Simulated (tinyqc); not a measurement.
Charge neutrality of a doped semiconductor with incomplete ionisation: one step, computed by the program tinyqc. Command: `OMP_NUM_THREADS=1 python tinyqc.py 3028038 3028039 out.jsonl dopant walk`. One thread of a shared host (Intel(R) Xeon(R) Processor @ 2.30GHz), about 0.03 s of CPU time with the checks.

Energies are counted from the top of the valence band; E_D is measured down from the conduction band and E_A up from the valence band.

Task: The closed form for the extrinsic range. With Boltzmann statistics, no electrons and every donor ionised, p (p + N_D) = p1 (N_A - N_D - p) with p1 = (N_v/g_A) exp(-E_A/k_B T). Take the positive root.

Inputs (values chosen for the exercise, for a model semiconductor): donor density N_D = 0 cm^-3; acceptor density N_A = 1.4e+15 cm^-3; acceptor depth E_A = 0.0688 eV; acceptor degeneracy g_A = 4; temperature T = 100 K.

Doping: p-type. Statistics of the bands: Fermi-Dirac.

N_v = 2.524976e+18 cm^-3

k_B T = 0.008617333 eV

Give: p1; p from the quadratic.

Result:

p1 = 2.1519e+14 cm^-3

p from the quadratic = 4.5173e+14 cm^-3
